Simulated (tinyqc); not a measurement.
Comparisons within one model: finite square well with mass mismatch (envelope functions). A value that a table varies takes the place of the one given here.

A square well of width L and depth V0, mass mw inside and mb outside, energies from the bottom of the well, c = hbar^2/2m0. k = sqrt(mw E/c), kappa = sqrt(mb (V0 - E)/c). psi and psi'/m are continuous at the walls (BenDaniel-Duke), so level n solves k L + 2 atan[(k/mw)/(kappa/mb)] = n pi.

Non-parabolic bands: mw is replaced by mw (1 + alpha_w E) and mb by mb (1 - alpha_b (V0 - E)), in k, kappa and the matching condition alike.

Constants: hbar^2/2m0 = 3.80998211 eV angstrom^2.

Inputs chosen for the exercise (near those of a strained Si well in SiGe; the results hold for these values, not for the real material):
```
symbol   value                        unit      meaning
V0       0.181                        eV        barrier height
mw       0.914                        m0        mass in the well
mb       0.935                        m0        mass in the barrier
Ls       (8, 10, 12, 16, 20, 24, 31)  angstrom  widths
L        68                           angstrom  well width
alpha_w  0.45                         1/eV      non-parabolicity in the well
alpha_b  0.62                         1/eV      non-parabolicity in the barrier
```

## Width of the well

Levels against L, beside the infinite well E1(hard) = c (pi/L)^2/mw; Pb is the probability of level 1 in the barriers; a dash marks an unbound level.

Levels:
```
L (angstrom)  bound levels  E1 (eV)  E2 (eV)  E1(hard) (eV)     Pb
8                        1   0.1125        -         0.6428  0.410
10                       1   0.0950        -         0.4114  0.305
12                       1   0.0806        -         0.2857  0.231
16                       2   0.0594   0.1795         0.1607  0.139
20                       2   0.0453   0.1569         0.1029  0.090
24                       2   0.0355   0.1304         0.0714  0.061
31                       3   0.0246   0.0942         0.0428  0.034
```

The infinite well overestimates E1 by a factor 5.71 at 8 angstrom and 1.74 at 31 angstrom. The local exponent d ln E1/d ln L goes from -0.76 (first two rows) to -1.44 (last two), towards the -2 of hard walls, as Pb falls from 0.410 to 0.034. E2 - E1 is largest at 16 angstrom of the widths listed.

## Levels of description

The same well five ways. mb = mw: the barrier takes the mass of the well. psi' continuous: kappa holds mb but the condition drops the masses, k L + 2 atan(k/kappa) = n pi. The last column is measured against BenDaniel-Duke.

Levels (eV):
```
model                E1      E2      E3  E1 - E1(BDD) (meV)
infinite walls   0.0089  0.0356  0.0801                 2.1
mb = mw          0.0068  0.0271  0.0605                 0.0
BenDaniel-Duke   0.0068  0.0271  0.0604                 0.0
psi' continuous  0.0068  0.0272  0.0606                 0.0
non-parabolic    0.0069  0.0271  0.0596                 0.1
```

Hard walls put E1 2.1 meV too high. Ignoring the mass step moves it by 0.0 meV and the wrong matching by 0.0 meV: with mb/mw = 1.02, continuity of psi'/m lets the slope outside be 1.02 times the slope inside, which acts like a softer wall. Non-parabolicity shifts E1 by +0.1 meV, the balance of a heavier mass in the well, which lowers it, and a lighter mass deep in the barrier, which hardens the wall. Among the finite wells the largest departure in E1 is that of the model 'non-parabolic'.

## What each parameter does

Parabolic bands. Pb is the probability of level 1 in the barriers, (A^2/kappa)/(A^2/kappa + L/2 + sin(kL)/(2k)) with A = cos(kL/2). Each row changes one parameter from the base and keeps the others.

Results:
```
case             E1 (eV)  bound levels      Pb  V0 - E1 (eV)
base              0.0068             5  0.0048        0.1742
L = 61 angstrom   0.0082             5  0.0063        0.1728
V0 = 0.208 eV     0.0069             5  0.0040        0.2011
mw = 0.8226 m0    0.0074             5  0.0056        0.1736
mb = 1.1688 m0    0.0066             5  0.0051        0.1744
```

The largest shifts from the base row, up to three for each result and ties (the steps differ in size, so this ranks the rows, not the parameters). E1 (eV): L +0.0014, mw +0.0006, mb -0.0002. bound levels: unchanged at the printed digits by L, V0, mw and mb. Pb: L +0.0016, mw +0.0009, V0 -0.0008. V0 - E1 (eV): V0 +0.0269, L -0.0014, mw -0.0006.

tinyqc: `OMP_NUM_THREADS=1 python tinyqc.py 1280055 1280056 out.jsonl`; about 0.01 s, one thread, shared Intel(R) Xeon(R) Processor @ 2.30GHz.
